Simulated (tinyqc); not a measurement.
From results back to parameters: deformation-potential model of the X valleys of a conduction band. Four cases, with inputs chosen for the exercise.

Problem. A uniaxial tension X1 along [100] acts on valleys along x, y, z, with shifts dE = Xd tr(e) + Xu a.e.a and Boltzmann shares. The ratio of the share of the y valleys to that of the x valleys is given.

s11 = (C11 + C12)/((C11 - C12)(C11 + 2 C12)), s12 = -C12/((C11 - C12)(C11 + 2 C12)), s44 = 1/C44; exx = s11 sxx + s12 (syy + szz) and cyclic, exy = s44 sxy/2; tension is positive. A uniaxial stress X along the unit vector n is s_ij = X n_i n_j. Biaxial (001) means sxx = syy = X.

Constants: kB = 8.617333262e-05 eV/K.

Case 1.

Values chosen (near those of AlAs; not measured data): C11 = 122.9 GPa; C12 = 53.9 GPa; C44 = 57.2 GPa; X1 = 1 GPa (size of the stress); T = 400 K (temperature).

n_y/n_x = 10.89361

Case 2.

Values chosen (near those of GaP; not measured data): C11 = 133.5 GPa; C12 = 63.4 GPa; C44 = 72.5 GPa; X1 = 0.5 GPa (size of the stress); T = 400 K (temperature).

n_y/n_x = 4.126610

Case 3.

Values chosen (near those of AlAs; not measured data): C11 = 123 GPa; C12 = 54.9 GPa; C44 = 53.2 GPa; X1 = 0.6 GPa (size of the stress); T = 77 K (temperature).

n_y/n_x = 2363.197

Case 4.

Values chosen (near those of GaP; not measured data): C11 = 139.3 GPa; C12 = 61.6 GPa; C44 = 70 GPa; X1 = 1 GPa (size of the stress); T = 300 K (temperature).

n_y/n_x = 27.26544

Find: splitting dE_x - dE_y; Xu.

Solution. The splitting is kT ln(n_y/n_x), and it equals Xu (exx - eyy) = Xu (s11 - s12) X1; Xd drops out.

Case 1.

splitting dE_x - dE_y = 82.32 meV
Xu = 5.68 eV

Case 2.

splitting dE_x - dE_y = 48.86 meV
Xu = 6.85 eV

Case 3.

splitting dE_x - dE_y = 51.54 meV
Xu = 5.85 eV

Case 4.

splitting dE_x - dE_y = 85.46 meV
Xu = 6.64 eV

Computed by tinyqc, one run a case: `OMP_NUM_THREADS=1 python tinyqc.py N N+1 out.jsonl` with N = 1081146, 1081374, 1081415, 1081483; one thread of a shared Intel(R) Xeon(R) Processor @ 2.30GHz, about 0.03 s a run at most.
